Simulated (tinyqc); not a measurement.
Schottky barrier on an n-type semiconductor with a surface-enhanced doping, non-linear Poisson equation by Newton steps: two steps of the calculation.

One dimension, metal at x = 0, donor density C(x) = Nd + N0 exp(-x/Ls). Energies are counted from the electron Fermi level of the semiconductor and the conduction-band edge is Ec = -psi, so n = Nc exp(psi/Vt); holes follow the Fermi level of the metal, at -V, so p = Nv exp((V - psi - Eg)/Vt). Ends: psi(0) = V - phiB and psi = Vt ln(Nd/Nc) deep inside. Boltzmann statistics, full ionisation, no current, no image force in the Poisson equation.

Parameters, values chosen for the exercise; band and dielectric values close to those of In0.53Ga0.47As:
```
symbol,value,unit,meaning
T,293,K,temperature
Eg,0.755,eV,band gap
Nc,2.01e17,cm^-3,conduction-band density of states at T
Nv,7.39e18,cm^-3,valence-band density of states at T
V,0,V,bias of the metal against the semiconductor
```

Constants: q = 1.602176634e-19 C, kB = 1.380649e-23 J/K, Vt = kB T/q. Results are converted to the units shown.

Problem 1. Newton step. Solve the tridiagonal system a_(i-1) d_(i-1) + b_i d_i + a_i d_(i+1) = -F_i for nodes 1 to 9, with d = 0 on fixed nodes. Each component d is damped to sign(d) Vt ln(1 + |d|/Vt) before it is added.

| interval | coupling a_i (F/cm^2) |
|---|---|
| 0 | 6.0651187e-8 |
| 1 | 5.1399311e-8 |
| 2 | 4.3633947e-8 |
| 3 | 3.7209317e-8 |
| 4 | 3.1103173e-8 |
| 5 | 2.6370081e-8 |
| 6 | 2.2463402e-8 |
| 7 | 1.9254345e-8 |
| 8 | 1.6173650e-8 |
| 9 | 1.3629480e-8 |

| node | diagonal b (F/cm^2) | residual F (C/cm^2) |
|---|---|---|
| 1 | -1.2631194e-6 | -1.5807464e-8 |
| 2 | -9.0527524e-7 | 2.2616006e-10 |
| 3 | -7.1766856e-7 | 2.2420349e-10 |
| 4 | -6.6632623e-7 | 1.4190602e-10 |
| 5 | -7.0111414e-7 | 5.7481212e-11 |
| 6 | -7.8419904e-7 | 1.5826425e-11 |
| 7 | -8.9653536e-7 | 3.1621916e-12 |
| 8 | -1.0426056e-6 | 4.6483998e-13 |
| 9 | -1.2265879e-6 | 4.8852462e-14 |

| node | psi at the start (V) |
|---|---|
| 0 | -0.33000000 |
| 1 | -0.08040536 |
| 2 | -0.09342602 |
| 3 | -0.10358079 |
| 4 | -0.10946344 |
| 5 | -0.11193856 |
| 6 | -0.11267815 |
| 7 | -0.11284184 |
| 8 | -0.11286862 |
| 9 | -0.11287181 |
| 10 | -0.11287207 |

Give: Newton step d, before damping; psi after iteration 1.

Solution 1.

| node | Newton step d, before damping (V) |
|---|---|
| 1 | -0.012533 |
| 2 | -0.000447 |
| 3 | 0.000297 |
| 4 | 0.000234 |
| 5 | 0.000093 |
| 6 | 0.000023 |
| 7 | 0.000004 |
| 8 | 0.000001 |
| 9 | 0.000000 |

| node | psi after iteration 1 (V) |
|---|---|
| 0 | -0.33000 |
| 1 | -0.09058 |
| 2 | -0.09387 |
| 3 | -0.10329 |
| 4 | -0.10923 |
| 5 | -0.11185 |
| 6 | -0.11265 |
| 7 | -0.11284 |
| 8 | -0.11287 |
| 9 | -0.11287 |
| 10 | -0.11287 |

Problem 2. Densities, residual and Jacobian diagonal. n_i = Nc exp(psi_i/Vt), p_i = Nv exp((V - psi_i - Eg)/Vt), rho_i = p_i - n_i + C_i, g_i = (n_i + p_i)/Vt. Box widths w_i = (h_(i-1) + h_i)/2 in cm. Residual F_i = a_i (psi_(i+1) - psi_i) - a_(i-1) (psi_i - psi_(i-1)) + q rho_i w_i; Jacobian: a_(i-1) and a_i beside the diagonal, b_i = -a_(i-1) - a_i - q g_i w_i on it. The two end nodes are fixed.

| node | x (nm) | psi after iteration 1 (V) | donor density C (cm^-3) |
|---|---|---|---|
| 0 | 0 | -0.33000000 | 1.43e16 |
| 1 | 200 | -0.09058175 | 8.3209887e15 |
| 2 | 436 | -0.09386953 | 4.9683449e15 |
| 3 | 714 | -0.10328520 | 3.3231005e15 |
| 4 | 1040 | -0.10923060 | 2.6324386e15 |
| 5 | 1430 | -0.11184548 | 2.3866284e15 |
| 6 | 1890 | -0.11265472 | 2.3177329e15 |
| 7 | 2430 | -0.11283772 | 2.3027548e15 |
| 8 | 3060 | -0.11286810 | 2.3003138e15 |
| 9 | 3810 | -0.11287176 | 2.3000236e15 |
| 10 | 4700 | -0.11287207 | 2.3000011e15 |

| interval | coupling a_i (F/cm^2) |
|---|---|
| 0 | 6.0651187e-8 |
| 1 | 5.1399311e-8 |
| 2 | 4.3633947e-8 |
| 3 | 3.7209317e-8 |
| 4 | 3.1103173e-8 |
| 5 | 2.6370081e-8 |
| 6 | 2.2463402e-8 |
| 7 | 1.9254345e-8 |
| 8 | 1.6173650e-8 |
| 9 | 1.3629480e-8 |

Give: n; p; residual F; diagonal b.

Solution 2.

| node | n (cm^-3) | p (cm^-3) |
|---|---|---|
| 0 | 4.236e11 | 3.617e11 |
| 1 | 5.561e15 | 2.756e7 |
| 2 | 4.882e15 | 3.139e7 |
| 3 | 3.362e15 | 4.558e7 |
| 4 | 2.657e15 | 5.768e7 |
| 5 | 2.395e15 | 6.397e7 |
| 6 | 2.320e15 | 6.606e7 |
| 7 | 2.303e15 | 6.654e7 |
| 8 | 2.300e15 | 6.662e7 |
| 9 | 2.300e15 | 6.663e7 |
| 10 | 2.300e15 | 6.663e7 |

| node | residual F (1e-9 C/cm^2) | diagonal b (F/cm^2) |
|---|---|---|
| 1 | -5.049 | -8.813e-7 |
| 2 | 0.114 | -8.912e-7 |
| 3 | 0.000 | -7.252e-7 |
| 4 | 0.000 | -6.719e-7 |
| 5 | 0.000 | -7.035e-7 |
| 6 | 0.000 | -7.849e-7 |
| 7 | 0.000 | -8.967e-7 |
| 8 | 0.000 | -1.043e-6 |
| 9 | 0.000 | -1.227e-6 |

Numbers from tinyqc (`OMP_NUM_THREADS=1 python tinyqc.py 2020052 2020053 out.jsonl`; about 0.08 s on one thread of a shared Intel Xeon 2.30GHz).
